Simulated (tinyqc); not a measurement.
Inside a calculation. Model: deep-level transient spectroscopy.

Computed by the program tinyqc: `OMP_NUM_THREADS=1 python tinyqc.py 2050074 2050075 out.jsonl`, one thread of a shared Intel Xeon 2.30GHz, about 0.01 s for the whole run. Printed values are rounded.

Schottky contact on an n-type layer with shallow donors Nd (all ionised) and a donor-like deep trap, neutral when filled and positive when empty; depletion approximation. Traps within lam of the depletion edge stay filled. A long pulse to Vp fills the traps beyond x1 = Wp - lam; back at Vr those between x1 and x2 = Wr - lam emit. A rate window reads S = C(t2) - C(t1).

Inputs (values chosen for the exercise); material values close to those of indium phosphide:
```
symbol,value,unit,meaning
eps_r,12.4,,relative permittivity
Nc,5.77e17,cm^-3,conduction-band density of states at 300 K
vth,4.2e7,cm/s,thermal velocity at 300 K
Nd,2.9e16,cm^-3,shallow donor density
Vbi,0.81,V,built-in voltage
Et,0.44,eV,depth of the trap below the conduction edge
sn,1.9e-16,cm^2,capture cross-section
Nt,1.4e14,cm^-3,trap density
Vr,4.9,V,reverse bias
Vp,0.7,V,reverse bias during the filling pulse
t1,1,ms,first sampling time
t2,2,ms,second sampling time
T,336,K,temperature of the transient
```

Constants: q = 1.602176634e-19 C, kB = 1.380649e-23 J/K, eps0 = 8.8541878128e-14 F/cm where lengths are in cm. Results are converted to the units shown.

## Emission rate and rate window

Emission rate en = sn vth(T) Nc(T) exp(-Et/kB T) = sn g T^2 exp(-Et/kB T), g = vth Nc/(300 K)^2, as vth goes as T^0.5 and Nc as T^1.5 (degeneracy factor 1). For an exponential transient S peaks where en = ew = ln(t2/t1)/(t2 - t1).

g = 2.692667e20 cm^-2 s^-1 K^-2
en = 1451.795 1/s
1/en = 0.6888026 ms
ew = 693.1472 1/s

## Widths

lam = sqrt(2 eps0 eps_r (EF - ET)/(q Nd)), EF - ET = Et - (kB T/q) ln(Nc(T)/Nd), Nc(T) = Nc (T/300 K)^1.5. In the steady state at the band bending V, 2 eps0 eps_r V/q = Nd W^2 + Nt (W - lam)^2 (the second term only if W > lam). V = Vbi + Vr gives Wr and V = Vbi + Vp gives Wp; x1 = max(Wp - lam, 0).

lam = 128.3336 nm
Wr = 518.7655 nm
Wp = 266.9636 nm
x1 = 138.6299 nm
x2 = 390.4319 nm
G = (x2^2 - x1^2)/Wr^2 = 0.4950206

The rule Nt = 2 Nd |dC|/C assumes G = 1 and would understate Nt by a factor of about 1/G = 2.02 here (the limit of small Nt/Nd).

## The transient

```
sample,t (ms)
0,0
1,0.5
2,1
3,1.5
4,2
5,4
6,10
```

W(t)^2 = Wr^2 + (Nt/Nd)(x2^2 - x1^2) exp(-en t), C = eps0 eps_r/W; for small Nt, dC/C = -(Nt/2 Nd) G exp(-en t) with G = (x2^2 - x1^2)/Wr^2. S = C(t2) - C(t1).

```
sample,C (nF/cm^2),C - C(final) (pF/cm^2)
0,21.13883,-25.24324
1,21.15185,-12.22624
2,21.15816,-5.91880
3,21.16121,-2.86467
4,21.16269,-1.38633
5,21.16400,-0.07601
6,21.16408,-0.00001
```

S = 4.532473 pF/cm^2

## Step 1: peak temperature

T at the start = 300 K

Fixed-point step for en(T) = ew: T(new) = (Et q/kB)/ln(sn g T^2/ew), g = vth Nc/(300 K)^2.

T after step 1 = 325.0348 K

## Course of the iteration for the peak temperature

Start from 300 K; stop when T changes by less than 1e-8 K.

Course of the iteration:
```
step,T (K),change (K)
1,325.0348,25.0
2,321.7516,3.28
3,322.1638,0.412
4,322.1118,0.0520
5,322.1183,6.57e-3
6,322.1175,8.28e-4
7,322.1176,1.05e-4
8,322.1176,1.32e-5
9,322.1176,1.66e-6
10,322.1176,2.10e-7
11,322.1176,2.65e-8
12,322.1176,3.34e-9
```

Converged in 12 steps; each multiplies the error by -2 kB T/Et = -0.13.
